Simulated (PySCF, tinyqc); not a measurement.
Starting guesses with DIIS over 6 matrices: SCF starting guesses in the sto-6g basis, for H3+, spin multiplicity 1. Computed by the program tinyqc with PySCF. Command: `OMP_NUM_THREADS=1 python tinyqc.py 112101 112102 out.jsonl`; one thread of a shared host (Intel(R) Xeon(R) Processor @ 2.60GHz), about 0.6 s.

Geometry (angstrom):
```
atom       x       y        z
H     0.0000  0.0000   0.0000
H     0.0000  0.0000   1.1500
H     0.0000  0.0000  -1.1500
```

lowest restricted solution found by these runs and by PySCF = -1.157573 hartree

RHF with one setting changed at a time; a run stops when the energy changes by less than 1e-09 hartree and the error matrix is below 1e-5. Starts: the lowest orbitals of the core Hamiltonian, of the Wolfsberg-Helmholz matrix (K = 1.75), projected atomic densities, random orbitals, and the highest orbitals of the core Hamiltonian (a deliberately bad start).

Largest element of the error matrix X^T (FDS - SDF) X:
```
iteration     core  Wolfsberg-Helmholz  atomic densities   random  highest core orbitals
1          1.8e-01             5.1e-02           4.3e-02  1.5e-01                6.1e-02
2          2.2e-02             6.0e-03           1.7e-02  2.0e-01                2.5e-02
3          9.7e-05             4.9e-06           5.5e-03  1.8e-01                3.4e-04
4          4.1e-05             2.1e-06           4.1e-03  1.5e-01                1.1e-04
5          2.6e-05                   -           3.3e-03  3.9e-01                6.6e-05
6          1.9e-05                   -           2.9e-03  3.3e-01                4.7e-05
8          1.3e-08                   -           8.3e-07  1.9e-01                3.7e-08
10               -                   -                 -  2.9e-01                      -
14               -                   -                 -  2.6e-02                      -
```

How each run ends:
```
run                    iterations  E (hartree)         state
core                            8    -1.157573  lowest found
Wolfsberg-Helmholz              4    -1.157573  lowest found
atomic densities                9    -1.157573  lowest found
random                         19    -1.157573  lowest found
highest core orbitals           9    -1.157573  lowest found
```

5 of 5 runs reach the lowest restricted solution found, in 4 to 19 iterations (fastest: Wolfsberg-Helmholz). The first errors are 2e-01, 5e-02, 4e-02, 1e-01, 6e-02. The restricted reference is unstable here: a spin-polarised solution lies 0.0047 hartree lower (PySCF), so results built on it describe a poor reference.
